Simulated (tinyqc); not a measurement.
# Off-state leakage of single and stacked transistors: effects of single changes

n-channel devices of unit width. Subthreshold current I(Vg, Vs, Vd) = I0 (T/300 K)^0.5 exp[(Vg - Vs - VT(T) - gb (Vs - Vb) + dd (Vd - Vs))/(nf Vt)] (1 - exp(-(Vd - Vs)/Vt)), VT(T) = VT - cT (T - 300 K). Gate-edge tunnelling Ig (Vd/1 V) exp(ag (Vd - 1 V)), for a gate at 0 V, and band-to-band leakage Ab u exp(-Bb/u), u = Vd - Vb + 1 V, flow at a drain held at V; both are taken as independent of T. In a stack of off transistors (all gates at 0 V) the same subthreshold current passes through each.

Values chosen for this exercise; values of the order met in bulk silicon logic transistors:
- T = 378 K (temperature)
- V = 1.2 V (supply voltage)
- VT = 0.3 V (threshold at 300 K, zero drain and body bias)
- cT = 0.6 mV/K (fall of the threshold with temperature)
- I0 = 0.23 uA/um (current at threshold at 300 K)
- nf = 1.47 (slope factor)
- dd = 0.06 (drain-induced lowering per volt)
- gb = 0.19 (rise of the threshold per volt of source-body bias)
- Ig = 0.0003 uA/um (gate-edge tunnelling current at 1 V)
- ag = 3.2 1/V (exponential slope of the gate current)
- Ab = 1 uA/(um V) (prefactor of band-to-band leakage at the drain)
- Bb = 26 V (its exponential voltage)
- Vb = -0.6 V (body voltage)

Constants: q = 1.602176634e-19 C, kB = 1.380649e-23 J/K, Vt = kB T/q. Results are converted to the units shown.

Each table varies one quantity; the others keep the values above.

## Subthreshold current against the height of the stack

All n gates at 0 V, bottom source at 0 V, top drain at V; node voltages follow from equal currents.

Subthreshold current against the height of the stack:
columns A: n; B: I (nA/um); C: reduction factor; D: drain voltage of the bottom device (mV); E: source voltage of the top device (mV); F: voltage across the top device (V)
```
A        B      C      D      E      F
1   0.5426  1.000   1200      0  1.200
2   0.1102  4.922  61.05  61.05  1.139
3  0.06231  8.708  22.71  82.90  1.117
4  0.04360  12.45  14.28  96.58  1.103
5  0.03358  16.16  10.46  106.6  1.093
6  0.02732  19.86  8.268  114.5  1.086
```

Read the table: what changes, and by how much?

The second transistor cuts the current by a factor of 4.92, the third by a further 1.77 and the sixth by 1.23. The top device keeps 90.5 % of the supply at n = 6, while the drain voltage of the bottom one falls to 0.254 Vt.

## Leakage components against the supply voltage

Same model as above.

One transistor with Vg = Vs = 0, Vd = V; stack factor I(one)/I(two in series).

Leakage components against the supply voltage:
```
V (V)  subthreshold (nA/um)  gate edge (nA/um)  band-to-band (nA/um)  total (nA/um)  stack factor  largest part
0.5                 0.22571           0.030284             0.0088154        0.26481        2.6298  subthreshold
0.6                 0.25584           0.050047              0.016213        0.32210        2.8487  subthreshold
0.7                 0.28999           0.080408              0.028334        0.39873        3.0967  subthreshold
0.8                 0.32870            0.12655              0.047354        0.50261        3.3775  subthreshold
0.9                 0.37258            0.19606              0.076081        0.64472        3.6954  subthreshold
1                   0.42232            0.30000               0.11804        0.84036        4.0551  subthreshold
1.1                 0.47870            0.45445               0.17753         1.1107        4.4620  subthreshold
1.2                 0.54260            0.68273               0.25967         1.4850        4.9223     gate edge
1.3                 0.61503             1.0186               0.37044         2.0040        5.4425     gate edge
1.4                 0.69714             1.5106               0.51670         2.7244        6.0306     gate edge
```

Read the table: what changes, and by how much?

As V goes from 0.5 to 1.4, the total leakage rises from 0.265 to 2.72 nA/um. The subthreshold part leads at V = 0.5, the gate edge part from 1.2 on. The reduction by a stack of two rises from 2.63 to 6.03, for the subthreshold part alone.

Computed by the program tinyqc: `OMP_NUM_THREADS=1 python tinyqc.py 2242040 2242041 out.jsonl`, one thread of a shared Intel Xeon 2.30GHz, about 0.04 s for the whole run.
